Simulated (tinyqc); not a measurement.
Doping and flat-band voltage from two insulator thicknesses.

Inverse problem. A junctionless wire is fully depleted at VT = Vfb - q Nd R^2/(4 eps0 eps_r) - q Nd R^2 ln(1 + tox/R)/(2 eps0 eox). Find Nd and Vfb.

Inputs (values chosen for the exercise); material values close to those of gallium nitride: relative permittivity of the semiconductor eps_r = 9.61; relative permittivity of the gate insulator eox = 9; wire radius R = 15 nm.

Constants: q = 1.602176634e-19 C, eps0 = 8.8541878128e-14 F/cm where lengths are in cm. Results are converted to the units shown.

VT at tox = 3.8 and 8.4 nm (V): -1.2468990  -1.7914879

Answer. The difference of the thresholds is proportional to Nd and holds no Vfb.

Nd = 1.100e19 cm^-3
Vfb = 0.4800 V

Computed by the program tinyqc: `OMP_NUM_THREADS=1 python tinyqc.py 2460112 2460113 out.jsonl`, one thread of a shared Intel Xeon 2.30GHz, about 0.01 s for the whole run.
